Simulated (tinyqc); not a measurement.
Inside a calculation. Method: plane-wave Kohn-Sham cycle with exchange-only LDA in a layered model solid. One step of it, computed by the program tinyqc.

Task: Iteration 2: levels at that k. Diagonalise the Hermitian matrix.

H (hartree), lower triangle:
```
           -2         -1         +0        +1        +2
-2   0.515704
-1   0.068920  -0.073302
+0  -0.108073   0.068920  -0.233940
+1   0.007035  -0.108073   0.068920  0.033790
+2   0.002906   0.007035  -0.108073  0.068920  0.729888
```

Give: eigenvalues.

Result:

eigenvalues (hartree): -0.325  -0.083  0.096  0.536  0.748
